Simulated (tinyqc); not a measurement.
Worked calculation: RHF in the 3-21g basis, for H3+, spin multiplicity 1. One step of it, computed by the program tinyqc.

Question. Iteration 4: building the Fock matrix. J_ij = sum D_kl (ij|kl), K_ij = sum D_kl (ik|jl); F = H + J - 0.5 K; E = tr D H + tr D J / 2 - 0.25 tr D K + E_nn.

D after iteration 3, lower triangle:
```
          1H 1s     1H 2s     2H 1s     2H 2s     3H 1s     3H 2s
1H 1s  0.257489
1H 2s  0.214349  0.178436
2H 1s  0.166376  0.138501  0.107503
2H 2s  0.073581  0.061253  0.047544  0.021027
3H 1s  0.160565  0.133664  0.103749  0.045884  0.100125
3H 2s  0.074210  0.061777  0.047951  0.021207  0.046276  0.021388
```

core Hamiltonian H = T + V (hartree), lower triangle:
```
           1H 1s      1H 2s      2H 1s      2H 2s      3H 1s      3H 2s
1H 1s  -1.538183
1H 2s  -1.345206  -1.490323
2H 1s  -0.930766  -0.954503  -1.244677
2H 2s  -1.040691  -1.243647  -1.167371  -1.320681
3H 1s  -0.862117  -0.918499  -0.175944  -0.495727  -1.213569
3H 2s  -1.010038  -1.221878  -0.501765  -0.842438  -1.150766  -1.309800
```

Two-electron integrals (ij|kl) in chemists' order, unique and non-zero (hartree):
```
(11|11) 1.140145   (21|11) 0.611403   (21|21) 0.345152   (22|11) 0.626370
(22|21) 0.380329   (22|22) 0.482957   (31|11) 0.371556   (31|21) 0.210605
(31|22) 0.232618   (31|31) 0.163055   (32|11) 0.335910   (32|21) 0.202231
(32|22) 0.248793   (32|31) 0.164185   (32|32) 0.187077   (33|11) 0.667931
(33|21) 0.410192   (33|22) 0.517565   (33|31) 0.371556   (33|32) 0.444013
(33|33) 1.140145   (41|11) 0.444013   (41|21) 0.251528   (41|22) 0.278781
(41|31) 0.164185   (41|32) 0.160945   (41|33) 0.335910   (41|41) 0.187077
(42|11) 0.495061   (42|21) 0.302346   (42|22) 0.389582   (42|31) 0.203210
(42|32) 0.228551   (42|33) 0.495061   (42|41) 0.228551   (42|42) 0.333941
(43|11) 0.410192   (43|21) 0.251324   (43|22) 0.320790   (43|31) 0.210605
(43|32) 0.251528   (43|33) 0.611403   (43|41) 0.202231   (43|42) 0.302346
(43|43) 0.345152   (44|11) 0.517565   (44|21) 0.320790   (44|22) 0.429595
(44|31) 0.232618   (44|32) 0.278781   (44|33) 0.626370   (44|41) 0.248793
(44|42) 0.389582   (44|43) 0.380329   (44|44) 0.482957   (51|11) 0.334737
(51|21) 0.190431   (51|22) 0.211557   (51|31) 0.099000   (51|32) 0.092976
(51|33) 0.178871   (51|41) 0.132365   (51|42) 0.157259   (51|43) 0.113726
(51|44) 0.158394   (51|51) 0.135819   (52|11) 0.317896   (52|21) 0.192198
(52|22) 0.238531   (52|31) 0.097544   (52|32) 0.097222   (52|33) 0.188762
(52|41) 0.132814   (52|42) 0.174203   (52|43) 0.120919   (52|44) 0.175856
(52|51) 0.144700   (52|52) 0.175864   (53|11) 0.042774   (53|21) 0.024118
(53|22) 0.026339   (53|31) 0.015566   (53|32) 0.014952   (53|33) 0.030666
(53|41) 0.017898   (53|42) 0.021443   (53|43) 0.018599   (53|44) 0.023075
(53|51) 0.014392   (53|52) 0.014570   (53|53) 0.001981   (54|11) 0.160876
(54|21) 0.096163   (54|22) 0.116682   (54|31) 0.050847   (54|32) 0.050474
(54|33) 0.098558   (54|41) 0.067367   (54|42) 0.087198   (54|43) 0.062761
(54|44) 0.089165   (54|51) 0.070058   (54|52) 0.082445   (54|53) 0.007496
(54|54) 0.039470   (55|11) 0.643321   (55|21) 0.397511   (55|22) 0.508579
(55|31) 0.192169   (55|32) 0.193641   (55|33) 0.374123   (55|41) 0.270500
(55|42) 0.362583   (55|43) 0.241200   (55|44) 0.360698   (55|51) 0.334737
(55|52) 0.429908   (55|53) 0.030666   (55|54) 0.197000   (55|55) 1.140145
(61|11) 0.429908   (61|21) 0.243622   (61|22) 0.270176   (61|31) 0.141681
(61|32) 0.135207   (61|33) 0.269598   (61|41) 0.175029   (61|42) 0.210254
(61|43) 0.167203   (61|44) 0.219546   (61|51) 0.144700   (61|52) 0.149266
(61|53) 0.017453   (61|54) 0.073923   (61|55) 0.317896   (61|61) 0.175864
(62|11) 0.483497   (62|21) 0.295448   (62|22) 0.381237   (62|31) 0.168873
(62|32) 0.177445   (62|33) 0.359861   (62|41) 0.212017   (62|42) 0.295304
(62|43) 0.226275   (62|44) 0.315497   (62|51) 0.182273   (62|52) 0.217105
(62|53) 0.021149   (62|54) 0.104051   (62|55) 0.483497   (62|61) 0.217105
(62|62) 0.321729   (63|11) 0.164899   (63|21) 0.098116   (63|22) 0.117981
(63|31) 0.076981   (63|32) 0.084944   (63|33) 0.197000   (63|41) 0.077249
(63|42) 0.106156   (63|43) 0.112555   (63|44) 0.126570   (63|51) 0.047247
(63|52) 0.049201   (63|53) 0.007496   (63|54) 0.025596   (63|55) 0.098558
(63|61) 0.066636   (63|62) 0.086347   (63|63) 0.039470   (64|11) 0.314957
(64|21) 0.191981   (64|22) 0.246164   (64|31) 0.120340   (64|32) 0.130800
(64|33) 0.274620   (64|41) 0.141949   (64|42) 0.201981   (64|43) 0.169870
(64|44) 0.226269   (64|51) 0.110517   (64|52) 0.127140   (64|53) 0.014152
(64|54) 0.062747   (64|55) 0.274620   (64|61) 0.137997   (64|62) 0.198854
(64|63) 0.062747   (64|64) 0.130605   (65|11) 0.397511   (65|21) 0.244717
(65|22) 0.315759   (65|31) 0.122372   (65|32) 0.124078   (65|33) 0.241200
(65|41) 0.168378   (65|42) 0.228188   (65|43) 0.155107   (65|44) 0.229909
(65|51) 0.190431   (65|52) 0.243622   (65|53) 0.018599   (65|54) 0.112555
(65|55) 0.611403   (65|61) 0.192198   (65|62) 0.295448   (65|63) 0.062761
(65|64) 0.169870   (65|65) 0.345152   (66|11) 0.508579   (66|21) 0.315759
(66|22) 0.424817   (66|31) 0.171376   (66|32) 0.180667   (66|33) 0.360698
(66|41) 0.223109   (66|42) 0.318997   (66|43) 0.229909   (66|44) 0.334668
(66|51) 0.211557   (66|52) 0.270176   (66|53) 0.023075   (66|54) 0.126570
(66|55) 0.626370   (66|61) 0.238531   (66|62) 0.381237   (66|63) 0.089165
(66|64) 0.226269   (66|65) 0.380329   (66|66) 0.482957
```

nuclear repulsion = 1.75044792 hartree

Give: Coulomb J; exchange K; Fock matrix F; total energy of this density.

Answer.

Coulomb J (hartree), lower triangle:
```
       1H 1s  1H 2s  2H 1s  2H 2s  3H 1s  3H 2s
1H 1s  1.613
1H 2s  0.934  1.087
2H 1s  0.595  0.607  1.297
2H 2s  0.688  0.882  0.776  0.969
3H 1s  0.537  0.577  0.068  0.285  1.258
3H 2s  0.666  0.862  0.290  0.563  0.757  0.954
```

exchange K (hartree), lower triangle:
```
       1H 1s  1H 2s  2H 1s  2H 2s  3H 1s  3H 2s
1H 1s  1.269
1H 2s  1.031  0.942
2H 1s  0.734  0.678  0.707
2H 2s  0.830  0.774  0.638  0.675
3H 1s  0.684  0.640  0.337  0.466  0.649
3H 2s  0.809  0.756  0.482  0.592  0.598  0.650
```

Fock matrix F (hartree), lower triangle:
```
        1H 1s   1H 2s   2H 1s   2H 2s   3H 1s   3H 2s
1H 1s  -0.560
1H 2s  -0.927  -0.875
2H 1s  -0.702  -0.686  -0.301
2H 2s  -0.768  -0.748  -0.710  -0.689
3H 1s  -0.667  -0.662  -0.277  -0.444  -0.280
3H 2s  -0.749  -0.738  -0.452  -0.576  -0.693  -0.680
```

total energy of this density = -1.22077 hartree
